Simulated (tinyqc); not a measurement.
Growth of the error with array size.

Square N x N arrays wired as follows: each row is driven at its left end through one segment rw, neighbouring nodes are joined by rw, each column ends in one more rw and a virtual ground. All cells have G = 36.0 uS and all rows V = 0.15 V, so the ideal current is N V G. The nodal equations are solved exactly.

Parameters, values chosen for the exercise:
```
symbol  value  unit                                     meaning
rw          5   ohm  wire resistance between neighbouring cells
```

Growth of the error with array size:
```
N   ideal (uA)  first column (uA)  last column (uA)  error of the last column (%)  100 N^2 rw G
2        10.80              10.79             10.79                      -0.09890       0.07200
4        21.60              21.56             21.53                       -0.3140        0.2880
6        32.40              32.28             32.19                       -0.6469        0.6480
8        43.20              42.94             42.73                        -1.095         1.152
12       64.80              64.04             63.29                        -2.325         2.592
16       86.40              84.74             82.97                        -3.972         4.608
20       108.0              104.9             101.5                        -5.993         7.200
```

Read the table: what changes, and by how much?

The error of the last column goes from -0.0989 % at N = 2 to -5.99 % at N = 20, as N^(1.80) between N = 4 and 8 and N^(1.84) between the last two rows. The scale N^2 rw G (N segments carrying the current of up to N cells) is 1.05 times the error at N = 8. The last column carries 0.968 of the current of the first at N = 20.

Numbers from tinyqc (`OMP_NUM_THREADS=1 python tinyqc.py 2880103 2880104 out.jsonl`; about 0.04 s on one thread of a shared Intel Xeon 2.30GHz).
